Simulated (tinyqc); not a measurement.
Inside a calculation: three-level Kane dispersion of a narrow-gap semiconductor. Values are carried at full precision from step to step, so a last printed digit may differ when a step is redone from the rounded ones.

Zero of energy at Gamma8, c = hbar^2/2m0, P^2 = Ep c. The free-electron term and remote bands are left out, so the heavy holes are flat at E = 0 and the other three bands obey E (E - Eg)(E + Dso) = P^2 k^2 (E + 2 Dso/3). The conduction band is the highest root; its edge is Ec = max(Eg, 0).

Constants: hbar^2/2m0 = 3.80998211 eV angstrom^2; hbar = 6.58211957e-16 eV s; e^2/(4 pi eps0) = 14.39964547 eV angstrom; muB = 5.788381798e-05 eV/T.

Values chosen for the exercise (near those of grey Sn; shifted at random, so the results belong to these values and not to a real crystal): Eg = -0.41 eV (E(Gamma6) - E(Gamma8)); Dso = 0.82 eV (spin-orbit splitting); Ep = 23.7 eV (Kane energy); k = 0.033 1/angstrom (wave vector); n = 6e+17 cm^-3 (electron density); eps = 22.6 (high-frequency dielectric constant); B = 3 T (magnetic field).

## The three bands at one k

Expand the equation into E^3 + a2 E^2 + a1 E + a0 = 0 and give its roots; compare with the two-level form (Dso to infinity) E = Eg/2 +/- sqrt(Eg^2/4 + (2/3) P^2 k^2).

P^2 k^2 = 0.098333 eV^2

a2, a1, a0: 1.230000  0.237867  -0.053755

roots (eV): -0.8988  -0.4609  0.1298

two-level form (eV): -0.5330  0.1230

The two-level form misses the highest root by -6.8 meV. The order is inverted: the band that would be the light hole curves upward from Gamma8 and touches the heavy holes, so there is no gap.

## Mass at the edge and limiting velocity

For Eg < 0 the conduction band starts at Gamma8 with m0* = 3 |Eg|/(2 Ep). In the two-level form the velocity tends to v = sqrt(2/3) P/hbar, and |Eg| = 2 m v^2 with m = 3 |Eg|/(2 Ep), as for a relativistic particle. 1 angstrom = 1e-10 m.

m0* = 0.02595 m0
P = 9.5025 eV angstrom
v = 1.179e+06 m/s
k at which the linear part sets in, |Eg|/(2 hbar v) = 0.02642 1/angstrom

## Fermi level and mass at a given density

Degenerate electrons at T = 0: kF = (3 pi^2 n)^(1/3), 1 cm^-3 = 1e-24 angstrom^-3; EF is the highest root at kF. The momentum (cyclotron, optical) mass is m(E) = hbar^2 k/(dE/dk) = c d(k^2)/dE with d(k^2)/dE = k^2 [1/E + 1/(E - Eg) + 1/(E + Dso) - 1/(E + 2 Dso/3)]; the density of states is k d(k^2)/dE/(2 pi^2).

Edge mass m0* = 3 |Eg|/(2 Ep).

Compare EF - Ec with the parabolic value c kF^2/m0*.

kF = 0.02609 1/angstrom
EF - Ec = 0.0865 eV
parabolic value = 0.1000 eV
m(EF) = 0.03398 m0
m(EF)/m0* = 1.310
density of states at EF = 1.179e+19 1/(eV cm^3)

The parabola overstates EF - Ec by a factor of 1.16; (EF - Ec)/|Eg| = 0.21, and the two-level rule 1 + 2 (EF - Ec)/|Eg| = 1.422 estimates the mass ratio. Side valleys about 0.1 eV up, left out here, start to fill at about this Fermi level.

## Plasma and cyclotron energies

hbar wp = sqrt(8 pi c (e^2/4 pi eps0) n/(eps m)), hbar wc = 2 muB B/m (classical limit), with m = m(EF) and, for comparison, the edge mass; n in angstrom^-3.

hbar wp with m(EF), with m0* (meV): 32.82  37.56

hbar wc with m(EF), with m0* (meV): 10.22  13.38

hbar wc is not small against EF - Ec = 86.5 meV, so fewer than ten Landau levels are filled and the classical value is only a guide.

## Checks

- Roots of the cubic against the 8 x 8 Kane matrix without remote terms: they agree to 1e-10 or better.
- m(E) near the edge against m0*: both 0.02595.

Computed by tinyqc, a small Python program: `OMP_NUM_THREADS=1 python tinyqc.py 1051041 1051042 out.jsonl` (the numbers bound the seed that draws the inputs); one thread of a shared host (Intel(R) Xeon(R) Processor @ 2.30GHz), about 0.01 s for the whole set of steps.
